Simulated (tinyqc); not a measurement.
From results back to parameters: strained quantum well: band edges, subbands and transparency. Three cases, with inputs chosen for the exercise.

Problem. In a thick strained layer the gaps to heavy and light holes are Ec - E_HH and Ec - E_LH. They were computed from hidden e and Eg.

Growth on (001), barriers unstrained: tr(e) = e (2 - nu2), Z = b e (1 + nu2); Ec = Ev + Eg + ac tr(e), E_HH = Ev + av tr(e) + Z, E_LH = Ev + av tr(e) - Z (coupling to the split-off band left out).

Case 1.

Values chosen (near those of a GaAsP/AlGaAs well; not measured data): nu2 = 0.923 (2 C12/C11); ac = -7.25 eV; av = 1.2 eV (Ev moves by av tr(e)); b = -1.97 eV (shear potential).

Ec - E_HH, Ec - E_LH (eV): 1.50659  1.48462

Case 2.

Values chosen (near those of an InGaAs/InP well; not measured data): nu2 = 0.991 (2 C12/C11); ac = -6.15 eV; av = 1.08 eV (Ev moves by av tr(e)); b = -1.9 eV (shear potential).

Ec - E_HH, Ec - E_LH (eV): 0.75676  0.73255

Case 3.

Values chosen (near those of an InGaAs/InP well; not measured data): nu2 = 1.029 (2 C12/C11); ac = -5.67 eV; av = 1.04 eV (Ev moves by av tr(e)); b = -1.86 eV (shear potential).

Ec - E_HH, Ec - E_LH (eV): 0.57127  0.66562

Find: Z; e; Eg.

Solution. Half of (Ec - E_LH) - (Ec - E_HH) is Z, which gives e; the mean is Eg + (ac - av) tr(e).

Case 1.

Z = -0.0110 eV
e = 0.0029
Eg = 1.522 eV

Case 2.

Z = -0.0121 eV
e = 0.0032
Eg = 0.768 eV

Case 3.

Z = 0.0472 eV
e = -0.0125
Eg = 0.537 eV

Computed by tinyqc, one run a case: `OMP_NUM_THREADS=1 python tinyqc.py N N+1 out.jsonl` with N = 1251208, 1251230, 1251258; one thread of a shared Intel(R) Xeon(R) Processor @ 2.30GHz, about 0.01 s a run at most.
